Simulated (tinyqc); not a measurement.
Landau-Devonshire theory of a uniaxial ferroelectric: one step, computed by the program tinyqc.

G(P) = (alpha/2) P^2 + (beta*/4) P^4 + (gamma/6) P^6 - E P per volume, SI units, one domain, P along the polar axis, which is normal to the film.

Task: Spontaneous polarisation, susceptibility, coercive field. Ps^2 = [-beta* + sqrt(beta*^2 - 4 alpha gamma)]/(2 gamma). chi = 1/(eps_0 G''), G'' = alpha + 3 beta* P^2 + 5 gamma P^4 at Ps. Ps, chi and the coercive field are for perfect screening, without a depolarising field. The intrinsic coercive field is |alpha P + beta* P^3 + gamma P^5| at the P_c where G'' = 0. 1 C/m^2 = 100 microcoulomb/cm^2.

Inputs (values chosen for the exercise, for a model ferroelectric): Curie-Weiss temperature T0 = 440 K; gamma = 2.36e+10 J m^9/C^6; temperature T = 260 K.

Sample: epitaxial film.

alpha = -6.147042e+08 J m/C^2

beta* = 4.341690e+09 J m^5/C^4

Constants: eps_0 = 8.8541878128e-12 F/m.

Give: spontaneous polarisation Ps; susceptibility chi; well depth G(Ps); P_c; intrinsic coercive field.

Result:

spontaneous polarisation Ps = 30.62 microcoulomb/cm^2

susceptibility chi = 68.68

well depth G(Ps) = -16.03 MJ/m^3

P_c = 18.89 microcoulomb/cm^2

intrinsic coercive field = 81.18 MV/m

P_c/Ps = 0.617, above the 0.577 of a quartic well, as the sixth-order term matters. Real switching runs by domain nucleation at far lower fields. Caution: far below T0* the expansion with linear alpha(T) is only a fit.
